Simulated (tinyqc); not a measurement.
# Single-oscillator infrared dielectric function of a polar cubic crystal, step by step

A worked calculation. Computed by tinyqc, a small Python program that keeps every step. Command: `OMP_NUM_THREADS=1 python tinyqc.py 3031929 3031930 out.jsonl infrared walk`. One thread of a shared host (Intel(R) Xeon(R) Processor @ 2.30GHz), about 0.01 s of CPU time with the checks. Intermediate numbers are printed to about 6 digits and carried at full precision; extremes and crossings named in words are read from the listed rows.

One ion pair, charges +Z* and -Z*, in a cell of volume Omega = a^3/4. Frequencies omega are given as wavenumbers (1/cm); eps_s is the static dielectric constant.

Inputs (values chosen for the exercise, for a model crystal):
```
quantity                         value      unit
lattice constant a                4.84  angstrom
mass M_A                          23.7         u
mass M_B                          65.2         u
omega_TO                           302      1/cm
Born charge Z*                    2.33         e
eps_inf                           2.48         -
phonon damping gamma               5.1      1/cm
probe frequency / omega_TO        1.07         -
eps_m of the surrounding medium      1         -
```

Structure: zinc blende. Free carriers: absent.

Constants: nu for 1 eV/(angstrom^2 u) = 15.6333042 THz; 1 THz = 33.35640952 1/cm; e^2/(4 pi eps_0) = 14.39964548 eV angstrom.

## LO frequency and static constant from the Born charge

mu = M_A M_B/(M_A + M_B); ionic plasma term W^2 = 4 pi Z*^2 (e^2/(4 pi eps_0))/(Omega mu) in eV/(angstrom^2 u), turned into 1/cm by W = 15.6333042 x 33.35640952 x sqrt(W^2); omega_LO^2 = omega_TO^2 + W^2/eps_inf; eps_s = eps_inf + W^2/omega_TO^2; Szigeti charge 3 Z*/(eps_inf + 2); longitudinal (Callen) charge Z*/eps_inf.

reduced mass mu = 17.3818 u

W = 736.346 1/cm

omega_LO = 556.628 1/cm

eps_s = 8.42497

Szigeti charge = 1.56027 e

Callen charge = 0.939516 e

omega_LO/omega_TO = 1.843; the ions supply 71 % of eps_s, as in a strongly ionic or soft-mode crystal.

## Optical constants at the probe frequency

eps(omega) = eps_inf + W^2/(omega_TO^2 - omega^2 - i gamma omega); n + i k = sqrt(eps) with k >= 0; R = |(n + i k - 1)/(n + i k + 1)|^2 at normal incidence from vacuum. omega is the probe ratio times omega_TO. Intensity decays over 1/(4 pi omega k); the loss function is Im(-1/eps).

omega = 323.14 1/cm

Re eps = -37.9198

Im eps = 5.03800

n = 0.408172

k = 6.17142

reflectivity R = 0.959253

penetration depth of the intensity = 0.399038 micrometre

loss function = 0.00344292

Re eps is negative: the wave is evanescent and the crystal reflects like a metal.

## Spectrum around the optical phonon

The loss function is Im(-1/eps).

Spectrum:
```
omega (1/cm)      Re eps      Im eps           R   Im(-1/eps)
151              10.4056   0.0892288    0.277439  8.24019e-04
257              23.9762     1.12006    0.436994   0.00194417
293              96.4174     26.2130    0.671741   0.00262565
302                 2.48     352.035    0.859732   0.00284048
366             -10.1784    0.552681    0.969530   0.00531906
429             -3.35715    0.137565    0.966150    0.0121853
506            -0.808633   0.0514866    0.938713    0.0784214
557           0.00510372   0.0320959    0.580272      30.3883
568             0.137420   0.0293232    0.209402      1.48517
590             0.369689   0.0247179   0.0594437     0.180053
640             0.777253   0.0174555  0.00398181    0.0288795
835              1.58535  0.00628671   0.0131561   0.00250131
1390             2.18547  0.00113418   0.0372514  2.37461e-04
```

R peaks among these rows at 366 per cm with 0.97 and is lowest, 0.004, at 640; far above omega_LO it tends to ((sqrt(eps_inf) - 1)/(sqrt(eps_inf) + 1))^2 = 0.050. Im eps is largest at 302 and the loss function at 557: absorption marks the TO mode and the loss function the LO mode. Re eps is negative in some rows, where R averages 0.96.

## Surface and particle modes

Without damping, eps(omega) = -x eps_m gives omega^2 = omega_TO^2 (eps_s + x eps_m)/(eps_inf + x eps_m): x = 1 for a flat surface at large wave vector, x = 2 for the dipole mode of a small sphere. The reflectivity R for light from vacuum (not from the medium eps_m) vanishes where eps = 1, omega^2 = omega_TO^2 (eps_s - 1)/(eps_inf - 1).

surface mode = 497.001 1/cm

sphere mode = 460.686 1/cm

zero of R = 676.431 1/cm

Both modes lie between omega_TO and omega_LO, at 77 % and 62 % of the way up.

## Phonon polaritons

Transverse waves without damping obey Q^2 = omega^2 eps(omega), Q = wave vector/(2 pi) in 1/cm: eps_inf omega^4 - (eps_inf omega_LO^2 + Q^2) omega^2 + Q^2 omega_TO^2 = 0.

Branches (1/cm):
```
Q     lower branch  upper branch  Q/sqrt(eps_s)  Q/sqrt(eps_inf)
88          30.210        558.61          30.32            55.88
260         86.855        574.06          89.58           165.10
530        161.293        630.15         182.60           336.55
880        223.069        756.53         303.18           558.80
1300       259.348        961.26         447.88           825.50
2200       285.757       1476.41         757.95          1397.00
4400       297.811       2833.30        1515.89          2794.00
8800       300.945       5607.59        3031.79          5588.01
```

The lower branch starts as light slowed by sqrt(eps_s) (0.996 of that line) and ends at 0.997 omega_TO; the upper starts at 1.004 omega_LO and ends at 1.004 of the light line with eps_inf. No branch lies between omega_TO and omega_LO.

Checks made by the program: Lyddane-Sachs-Teller relation eps_s/eps_inf = (omega_LO/omega_TO)^2 (relative difference below 1e-10).
